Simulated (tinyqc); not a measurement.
# ESD clamp with bipolar snapback, compact model and design window: what changes with what

The drain junction multiplies the current that enters it: Igen = (M - 1)(Ic + I0), M = 1/(1 - (Vj/BV)^n). The generated holes leave through the substrate resistance and the base of the parasitic npn: Igen = Vb/Rb + Ic/be, Ic = Is exp(Vb/Vt). Terminal current I = Ic + I0 + Igen and voltage V = Vj + I Ro, per width. Isothermal, constant gain.

Values chosen for this exercise; values close to those of grounded-gate n-channel clamps: temperature T = 300 K; junction breakdown voltage BV = 6.7 V; exponent of the multiplication n = 3.3; current gain of the parasitic npn be = 5.5; saturation current Is = 4.1e-17 A/um; junction leakage I0 = 3.5e-11 A/um; substrate resistance Rb = 87000 ohm um; drain ballast and contact resistance Ro = 440 ohm um; failure current for 100 ns It2 = 11.4 mA/um.

Constants: q = 1.602176634e-19 C, kB = 1.380649e-23 J/K, Vt = kB T/q. Results are converted to the units shown.

Each table varies one quantity; the others keep the values above.

## Effect of the exponent of the multiplication

For given Vb: Ic, Igen, M = 1 + Igen/(Ic + I0), Vj = BV (1 - 1/M)^(1/n), I and V. Vt1 is the maximum of V along the curve, Vh the following minimum, Vt2 the voltage at I = It2. It1 and Ih are the currents at Vt1 and Vh.

Effect of the exponent of the multiplication:

| n | Vt1 (V) | It1 (uA/um) | Vh (V) | Ih (uA/um) | Vt2 (V) | Vt2 - Vt1 (V) |
|---|---|---|---|---|---|---|
| 2 | 6.702 | 4.566 | 2.957 | 362.0 | 7.650 | 0.9483 |
| 2.5 | 6.702 | 4.636 | 3.491 | 352.9 | 8.191 | 1.489 |
| 3 | 6.702 | 4.693 | 3.902 | 340.7 | 8.612 | 1.910 |
| 3.5 | 6.702 | 4.741 | 4.226 | 328.0 | 8.946 | 2.244 |
| 4 | 6.702 | 4.783 | 4.487 | 315.7 | 9.217 | 2.515 |
| 4.5 | 6.702 | 4.821 | 4.701 | 304.1 | 9.441 | 2.739 |
| 5 | 6.702 | 4.854 | 4.879 | 293.3 | 9.628 | 2.926 |
| 5.5 | 6.702 | 4.884 | 5.030 | 283.3 | 9.787 | 3.085 |
| 6 | 6.702 | 4.911 | 5.159 | 274.1 | 9.924 | 3.222 |

Read the table: what changes, and by how much?

As n goes from 2 to 6, Vt1 stays near 6.70 V, It1 rises from 4.57 to 4.91 uA/um, Vh rises from 2.96 to 5.16 V and Vt2 rises from 7.65 to 9.92 V. Vt2 exceeds Vt1, the condition for all fingers to turn on, in 9 of the 9 rows.

## Effect of the substrate resistance

Same model as above.

Result of one run:

| Rb (ohm um) | Vt1 (V) | It1 (uA/um) | Vh (V) | Ih (uA/um) | Vt2 (V) | Vt2 - Vt1 (V) |
|---|---|---|---|---|---|---|
| 40000 | 6.705 | 11.33 | 4.248 | 483.4 | 8.827 | 2.123 |

What becomes of these results when the substrate resistance Rb is changed from 40000 to 87000 ohm um, all else the same?

Result of the changed run:

| Rb (ohm um) | Vt1 (V) | It1 (uA/um) | Vh (V) | Ih (uA/um) | Vt2 (V) | Vt2 - Vt1 (V) |
|---|---|---|---|---|---|---|
| 87000 | 6.702 | 4.723 | 4.105 | 333.1 | 8.821 | 2.119 |

The whole series:

| Rb (ohm um) | Vt1 (V) | It1 (uA/um) | Vh (V) | Ih (uA/um) | Vt2 (V) | Vt2 - Vt1 (V) |
|---|---|---|---|---|---|---|
| 8700 | 6.726 | 61.74 | 4.736 | 971.0 | 8.869 | 2.144 |
| 19000 | 6.711 | 26.01 | 4.444 | 684.0 | 8.840 | 2.130 |
| 40000 | 6.705 | 11.33 | 4.248 | 483.4 | 8.827 | 2.123 |
| 87000 | 6.702 | 4.723 | 4.105 | 333.1 | 8.821 | 2.119 |
| 1.9e5 | 6.701 | 1.941 | 4.007 | 227.4 | 8.818 | 2.117 |
| 4e5 | 6.700 | 0.8304 | 3.942 | 157.3 | 8.817 | 2.117 |
| 8.7e5 | 6.700 | 0.3520 | 3.896 | 106.7 | 8.816 | 2.116 |

As Rb goes from 8700 to 8.7e5 ohm um, Vt1 stays near 6.71 V, It1 falls from 61.7 to 0.352 uA/um, Vh falls from 4.74 to 3.90 V and Vt2 falls from 8.87 to 8.82 V. Vt2 exceeds Vt1, the condition for all fingers to turn on, in 7 of the 7 rows. It1 goes as Rb^(-1.12); the product It1 Rb, close to the base voltage at the trigger, goes from 0.537 to 0.306 V.

## Effect of the current gain of the parasitic npn

Same model as above.

The same in every row: Vt1 (V) = 6.702.

Results:

| be | It1 (uA/um) | Vh (V) | Ih (uA/um) | Vt2 (V) | Vt2 - Vt1 (V) |
|---|---|---|---|---|---|
| 1 | 4.724 | 5.586 | 171.2 | 10.45 | 3.746 |
| 2.9 | 4.723 | 4.676 | 263.6 | 9.455 | 2.753 |
| 4.9 | 4.723 | 4.206 | 319.7 | 8.934 | 2.232 |
| 8.2 | 4.723 | 3.773 | 382.0 | 8.443 | 1.741 |
| 14 | 4.723 | 3.374 | 454.4 | 7.976 | 1.274 |
| 24 | 4.723 | 3.034 | 534.3 | 7.558 | 0.8560 |
| 40 | 4.723 | 2.771 | 614.8 | 7.213 | 0.5111 |

Estimate the missing row, be = 1.7.

Computed row:

| be | It1 (uA/um) | Vh (V) | Ih (uA/um) | Vt2 (V) | Vt2 - Vt1 (V) |
|---|---|---|---|---|---|
| 1.7 | 4.723 | 5.153 | 213.8 | 9.977 | 3.275 |

With this row back in the table: As be goes from 1 to 40, Vt1 stays near 6.70 V, It1 stays near 4.72 uA/um, Vh falls from 5.59 to 2.77 V and Vt2 falls from 10.4 to 7.21 V. Vt2 exceeds Vt1, the condition for all fingers to turn on, in 8 of the 8 rows. A higher gain needs less multiplication to hold, so Vh falls.

Numbers from tinyqc (`OMP_NUM_THREADS=1 python tinyqc.py 2670001 2670002 out.jsonl`; about 0.01 s on one thread of a shared Intel Xeon 2.30GHz).
